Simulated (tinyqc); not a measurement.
Worked calculation: plane-wave Kohn-Sham cycle with exchange-only LDA in a layered model solid. Computed by tinyqc, a small Python program that keeps every step. Settings: points = 16, plane-wave index or count = 2, electrons = 2, k points = 1, area = 22.0, mixing = 0.5, iteration cap = 54, Pulay depth = 3. Command: `OMP_NUM_THREADS=1 python tinyqc.py 27995 27996 out.jsonl` (the two numbers bound the seeds that draw the settings). One thread of a shared host (Intel(R) Xeon(R) Processor @ 2.60GHz), about 0.01 s of CPU time with the checks. Later iterations appear only in the table of the cycle.

## Iteration 1: potential

A solid whose potential varies along x alone (atomic units):

| parameter | value |
|---|---|
| period a | 15.500000 |
| cross-section of the cell | 22.000000 |
| electrons per cell | 2 |
| grid points | 16 |
| plane waves -n..n, n | 2 |
| k points | 1 |
| V1 in V1 cos(2 pi x/a) | -0.160000 |
| V2 in V2 cos(4 pi x/a) | -0.100000 |

density at the start, on the grid x_j = j a/N (e/bohr^3): 0.00586510  0.00586510  0.00586510  0.00586510  0.00586510  0.00586510  0.00586510  0.00586510  0.00586510  0.00586510  0.00586510  0.00586510  0.00586510  0.00586510  0.00586510  0.00586510

V_H(G) = 4 pi rho(G)/G^2 for G != 0 (uniform background); v_x = -(3 rho/pi)^(1/3); V = V_ext + V_H + v_x; Fourier components f(G_m) = (1/N) sum_j f(x_j) exp(-i G_m x_j).

Potentials on the grid (hartree):

| x | V_ext | V_H | v_x | V |
|---|---|---|---|---|
| 0.000000 | -0.260000 | 0.000000 | -0.177589 | -0.437589 |
| 0.968750 | -0.218531 | 0.000000 | -0.177589 | -0.396120 |
| 1.937500 | -0.113137 | 0.000000 | -0.177589 | -0.290726 |
| 2.906250 | 0.009481 | 0.000000 | -0.177589 | -0.168108 |
| 3.875000 | 0.100000 | 0.000000 | -0.177589 | -0.077589 |
| 4.843750 | 0.131940 | 0.000000 | -0.177589 | -0.045649 |
| 5.812500 | 0.113137 | 0.000000 | -0.177589 | -0.064452 |
| 6.781250 | 0.077110 | 0.000000 | -0.177589 | -0.100479 |
| 7.750000 | 0.060000 | 0.000000 | -0.177589 | -0.117589 |
| 8.718750 | 0.077110 | 0.000000 | -0.177589 | -0.100479 |
| 9.687500 | 0.113137 | 0.000000 | -0.177589 | -0.064452 |
| 10.656250 | 0.131940 | 0.000000 | -0.177589 | -0.045649 |
| 11.625000 | 0.100000 | 0.000000 | -0.177589 | -0.077589 |
| 12.593750 | 0.009481 | 0.000000 | -0.177589 | -0.168108 |
| 13.562500 | -0.113137 | 0.000000 | -0.177589 | -0.290726 |
| 14.531250 | -0.218531 | 0.000000 | -0.177589 | -0.396120 |

V(G_m), m = 0, 1, 2, ... (hartree): -0.177589  -0.080000  -0.050000  0.000000  0.000000

## Iteration 1: Hamiltonian at one k

k = 0.000000 2 pi / a

H(m,m') = (k + G_m)^2/2 delta + V(G_m - G_m'), with V(-G) = V(G).

H (hartree):
```
           -2         -1         +0         +1         +2
-2   0.151056  -0.080000  -0.050000   0.000000   0.000000
-1  -0.080000  -0.095428  -0.080000  -0.050000   0.000000
+0  -0.050000  -0.080000  -0.177589  -0.080000  -0.050000
+1   0.000000  -0.050000  -0.080000  -0.095428  -0.080000
+2   0.000000   0.000000  -0.050000  -0.080000   0.151056
```

## Iteration 1: levels at that k

Diagonalise the Hermitian matrix.

eigenvalues (hartree): -0.300626  -0.073880  -0.048031  0.176697  0.179508

## Iteration 1: new density

Motion across x is left out: the lowest 1 band(s) hold two electrons at each of the k points (j + 1/2)/nk - 1/2. Residual R = rho(out) - rho(in); rho(new) = rho(in) + 0.5 R. rho(out) = 2/(a A nk) sum |psi|^2 with psi = sum c exp(i G x). Harris energy E = band energy - dV sum rho (V_H/2 + v_x) + (3/4) dV sum rho v_x with rho(in), dV = a A/N, band energy = (2/nk) sum of the filled levels.

rho(out) (e/bohr^3): 0.02266803  0.01903602  0.01108095  0.00422629  0.00095593  0.00012822  0.00003680  0.00006989  0.00010545  0.00006989  0.00003680  0.00012822  0.00095593  0.00422629  0.01108095  0.01903602

density after iteration 1 (e/bohr^3): 0.01426657  0.01245056  0.00847302  0.00504570  0.00341051  0.00299666  0.00295095  0.00296750  0.00298528  0.00296750  0.00295095  0.00299666  0.00341051  0.00504570  0.00847302  0.01245056

energy per cell = -0.51245796 hartree

## Iteration 2: potential

As before.

Potentials on the grid (hartree):

| x | V_ext | V_H | v_x | V |
|---|---|---|---|---|
| 0.000000 | -0.260000 | 0.422947 | -0.238834 | -0.075887 |
| 0.968750 | -0.218531 | 0.375278 | -0.228237 | -0.071491 |
| 1.937500 | -0.113137 | 0.252136 | -0.200757 | -0.061757 |
| 2.906250 | 0.009481 | 0.097607 | -0.168900 | -0.061812 |
| 3.875000 | 0.100000 | -0.049124 | -0.148228 | -0.097352 |
| 4.843750 | 0.131940 | -0.168113 | -0.141972 | -0.178145 |
| 5.812500 | 0.113137 | -0.253600 | -0.141247 | -0.281710 |
| 6.781250 | 0.077110 | -0.304771 | -0.141510 | -0.369171 |
| 7.750000 | 0.060000 | -0.321773 | -0.141792 | -0.403565 |
| 8.718750 | 0.077110 | -0.304771 | -0.141510 | -0.369171 |
| 9.687500 | 0.113137 | -0.253600 | -0.141247 | -0.281710 |
| 10.656250 | 0.131940 | -0.168113 | -0.141972 | -0.178145 |
| 11.625000 | 0.100000 | -0.049124 | -0.148228 | -0.097352 |
| 12.593750 | 0.009481 | 0.097607 | -0.168900 | -0.061812 |
| 13.562500 | -0.113137 | 0.252136 | -0.200757 | -0.061757 |
| 14.531250 | -0.218531 | 0.375278 | -0.228237 | -0.071491 |

V(G_m), m = 0, 1, 2, ... (hartree): -0.170146  0.079864  -0.035537  0.001844  0.000799

## Iteration 2: Hamiltonian at one k

k = 0.000000 2 pi / a

As before.

H (hartree):
```
           -2         -1         +0         +1         +2
-2   0.158499   0.079864  -0.035537   0.001844   0.000799
-1   0.079864  -0.087984   0.079864  -0.035537   0.001844
+0  -0.035537   0.079864  -0.170146   0.079864  -0.035537
+1   0.001844  -0.035537   0.079864  -0.087984   0.079864
+2   0.000799   0.001844  -0.035537   0.079864   0.158499
```

## Iteration 2: levels at that k

As before.

eigenvalues (hartree): -0.280961  -0.078246  -0.035826  0.182418  0.183499

## Iteration 2: new density

B (overlaps of the stored error matrices):
```
                1               2
1   9.7137034e-04  -1.0186036e-03
2  -1.0186036e-03   1.6904815e-03
```

Motion across x is left out: the lowest 1 band(s) hold two electrons at each of the k points (j + 1/2)/nk - 1/2. Residual R = rho(out) - rho(in); rho(new) = rho(in) + 0.5 R; Pulay mixing then takes sum c_i of the stored mixed densities, with c from B_ij = sum R_i R_j as in DIIS. rho(out) = 2/(a A nk) sum |psi|^2 with psi = sum c exp(i G x). Harris energy E = band energy - dV sum rho (V_H/2 + v_x) + (3/4) dV sum rho v_x with rho(in), dV = a A/N, band energy = (2/nk) sum of the filled levels.

rho(out) (e/bohr^3): 0.00009527  0.00007354  0.00006394  0.00022075  0.00121535  0.00459121  0.01118189  0.01857491  0.02190319  0.01857491  0.01118189  0.00459121  0.00121535  0.00022075  0.00006394  0.00007354

DIIS coefficients: 0.576517  0.423483

density after iteration 2 (e/bohr^3): 0.01126591  0.00982983  0.00669247  0.00402405  0.00294571  0.00333429  0.00469378  0.00627224  0.00699099  0.00627224  0.00469378  0.00333429  0.00294571  0.00402405  0.00669247  0.00982983

energy per cell = -0.62532578 hartree

## Convergence

Stop when sqrt(dV sum R^2) is below 1e-8, dV = a A/N.

Course of the cycle:

| iteration | E (hartree) | norm of the residual |
|---|---|---|
| 1 | -0.51245796 | 1.44e-01 |
| 2 | -0.62532578 | 1.90e-01 |
| 3 | -0.33533578 | 6.73e-02 |
| 4 | -0.34528654 | 1.06e-01 |
| 5 | -0.32001735 | 1.30e-02 |
| 6 | -0.32060297 | 2.04e-02 |
| 7 | -0.32156333 | 2.66e-02 |
| 8 | -0.31956257 | 1.24e-03 |
| 9 | -0.31955992 | 2.13e-04 |
| 10 | -0.31956021 | 3.89e-04 |
| 11 | -0.31956006 | 2.28e-04 |
| 12 | -0.31955996 | 1.12e-05 |
| 13 | -0.31955996 | 5.38e-06 |
| 14 | -0.31955996 | 1.69e-06 |
| 15 | -0.31955996 | 1.42e-06 |
| 16 | -0.31955996 | 3.72e-07 |
| 17 | -0.31955996 | 5.61e-08 |
| 18 | -0.31955996 | 2.87e-08 |
| 19 | -0.31955996 | 8.28e-08 |
| 20 | -0.31955996 | 7.26e-09 |

Converged in 20 iterations. Before convergence this energy mixes input and output and is not variational, so it may rise towards its limit.
